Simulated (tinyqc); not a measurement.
Sputter depth profiling of a dopant layer: erosion rate, quantification and the mixing-roughness response: one step, computed by the program tinyqc. Command: `OMP_NUM_THREADS=1 python tinyqc.py 3005140 3005141 out.jsonl sims walk`. One thread of a shared host (Intel(R) Xeon(R) Processor @ 2.30GHz), about 0.03 s of CPU time with the checks.

A rastered ion beam erodes silicon (49.94 atoms per nm^3). The measured profile is the true one convolved with a depth response.

Problem. Moments. Convolution adds means and variances: the response has mean 0 (shift -w plus exponential mean w) and variance w^2 + sigma^2; a box adds the mean b/2 and the variance b^2/12.

Inputs (values chosen for the exercise, modelled on a dopant in silicon under an oxygen or caesium beam): roughness sigma = 0.73 nm; depth of the top edge z0 = 18 nm; box width b = 7.3 nm.

True profile: box.

mixing length w = 1.26 nm

depth of the maximum = 22.46077 nm

Give: centroid; standard deviation; maximum minus centroid.

Solution.

centroid = 21.65 nm

standard deviation = 2.5615 nm

maximum minus centroid = 0.81077 nm

The centroid stays at the true position while the maximum lies deeper, so depth is read from the centroid.
